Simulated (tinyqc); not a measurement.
Thin (001) film in sp3s* tight binding with raised dangling bonds, step by step. Values are carried at full precision from step to step, so a last printed digit may differ when a step is redone from the rounded ones.

sp3s* tight binding, nearest neighbours only: anion (a) at 0, cation (c) at a/4 (1,1,1), orbitals s, px, py, pz, s* on each; k in units of 2 pi/a. With phases e_j = exp(i (pi/2) k.n_j) for n = (1,1,1), (1,-1,-1), (-1,1,-1), (-1,-1,1): g0 = (e1+e2+e3+e4)/4, g1 = (e1+e2-e3-e4)/4, g2 = (e1-e2+e3-e4)/4, g3 = (e1-e2-e3+e4)/4. The diagonal holds the levels Esa, Epa, Exa (s*) and Esc, Epc, Exc. Anion-cation block: <sa|sc> = Vss g0; <sa|xc> = Vsapc g1; <xa|sc> = -Vscpa g1; <xa|xc> = Vxx g0; <xa|yc> = <ya|xc> = Vxy g3, <xa|zc> = <za|xc> = Vxy g2, <ya|zc> = <za|yc> = Vxy g1; <s*a|xc> = Vxapc g1; <xa|s*c> = -Vpaxc g1; y and z take g2 and g3 in place of g1; s-s* and s*-s* vanish.

Inputs chosen for the exercise (out of a larger set: near a published set for Si, fitted to gaps, whose masses and valley positions are rough; not measured data): p = (-4.216, 1.721, -4.216, 1.721, 6.682, 6.682, -8.295, 1.706, 4.604, 5.713, 5.713, 5.407, 5.407) eV (order Esa, Epa, Esc, Epc, Exa, Exc, Vss, Vxx, Vxy, Vsapc, Vscpa, Vxapc, Vpaxc); N = 5 (atomic planes in the small film); dl = 10 eV (shift of the dangling hybrids).

## Bulk edges along [001]

Gap at Gamma and minimum on (0,0,kz), kz from 0.5 to 1, from the bulk Ev. States at zero in-plane momentum come from this line alone.

edges (eV): Gamma 3.4120, Delta 1.1215

kz of the minimum = 0.7326 2 pi/a

## The two blocks of the small film

Planes alternate anion (a), cation (c) along [001], a/4 apart, starting with an anion; zero in-plane momentum; levels counted from the bulk Ev, the lower root of [[Epa, Vxx], [Vxx, Epc]]; no spin-orbit coupling. Block of s, pz, s*: from an anion to the cation above, Vss/2 (s,s), Vsapc/2 (s,z), -Vscpa/2 (z,s), Vxx/2 (z,z), Vxapc/2 (s*,z), -Vpaxc/2 (z,s*); to the cation below the same with the s-z and s*-z signs reversed. Block of u = (px + py)/sqrt2 and v = (px - py)/sqrt2: to the cation above (Vxx + Vxy)/2 for u and (Vxx - Vxy)/2 for v, to the cation below the reverse. Each surface atom has two dangling sp3 hybrids; raising both by dl adds (dl/2) [[1, t], [t, 1]] to its s, pz levels (t = -1 at the bottom face, +1 at the top) and dl to the one of u, v in whose plane the missing bonds lie (v for a bottom anion or a top cation, u for a top anion).

Fill them in.

s, pz, s* block (eV):
```
        sa1     za1    *a1     sc2     zc2     *c2     sa3     za3     *a3     sc4     zc4     *c4
sa1   0.769  -5.000      0  -4.147   2.857       0       0       0       0       0       0       0
za1  -5.000   6.706      0  -2.857   0.853  -2.704       0       0       0       0       0       0
*a1       0       0  6.667       0   2.704       0       0       0       0       0       0       0
sc2  -4.147  -2.857      0  -4.231       0       0  -4.147   2.857       0       0       0       0
zc2   2.857   0.853  2.704       0   1.706       0  -2.857   0.853  -2.704       0       0       0
*c2       0  -2.704      0       0       0   6.667       0   2.704       0       0       0       0
sa3       0       0      0  -4.147  -2.857       0  -4.231       0       0  -4.147   2.857       0
za3       0       0      0   2.857   0.853   2.704       0   1.706       0  -2.857   0.853  -2.704
*a3       0       0      0       0  -2.704       0       0       0   6.667       0   2.704       0
sc4       0       0      0       0       0       0  -4.147  -2.857       0  -4.231       0       0
zc4       0       0      0       0       0       0   2.857   0.853   2.704       0   1.706       0
*c4       0       0      0       0       0       0       0  -2.704       0       0       0   6.667
sa5       0       0      0       0       0       0       0       0       0  -4.147  -2.857       0
za5       0       0      0       0       0       0       0       0       0   2.857   0.853   2.704
*a5       0       0      0       0       0       0       0       0       0       0  -2.704       0

        sa5    za5     *a5
sa1       0      0       0
za1       0      0       0
*a1       0      0       0
sc2       0      0       0
zc2       0      0       0
*c2       0      0       0
sa3       0      0       0
za3       0      0       0
*a3       0      0       0
sc4  -4.147  2.857       0
zc4  -2.857  0.853  -2.704
*c4       0  2.704       0
sa5   0.769  5.000       0
za5   5.000  6.706       0
*a5       0      0   6.667
```

u, v block (eV):
```
       ua1     va1     uc2     vc2     ua3     va3     uc4     vc4     ua5    va5
ua1  1.706       0   3.155       0       0       0       0       0       0      0
va1      0  11.706       0  -1.449       0       0       0       0       0      0
uc2  3.155       0   1.706       0  -1.449       0       0       0       0      0
vc2      0  -1.449       0   1.706       0   3.155       0       0       0      0
ua3      0       0  -1.449       0   1.706       0   3.155       0       0      0
va3      0       0       0   3.155       0   1.706       0  -1.449       0      0
uc4      0       0       0       0   3.155       0   1.706       0  -1.449      0
vc4      0       0       0       0       0  -1.449       0   1.706       0  3.155
ua5      0       0       0       0       0       0  -1.449       0  11.706      0
va5      0       0       0       0       0       0       0   3.155       0  1.706
```

## Levels of the small film

Diagonalise both blocks.

levels of the s, pz, s* block (eV): -11.746  -9.619  -6.494  -2.682  1.751  1.918  3.082  3.879  5.637  6.667  7.576  8.114  10.005  11.020  11.600

levels of the u, v block (eV): -2.286  -2.286  -0.857  -0.857  4.133  4.133  5.607  5.607  11.933  11.933

No level lies between 0 and the bulk edge 1.122 eV; confinement has widened the gap at zero in-plane momentum to 2.609 eV.

## Checks

- Lowest conduction level of 201 planes, with the dangling hybrids shifted far away, against the bulk edge: both 1.122.

Computed by tinyqc, a small Python program: `OMP_NUM_THREADS=1 python tinyqc.py 1451515 1451516 out.jsonl` (the numbers bound the seed that draws the inputs); one thread of a shared host (Intel(R) Xeon(R) Processor @ 2.30GHz), about 0.4 s for the whole set of steps.
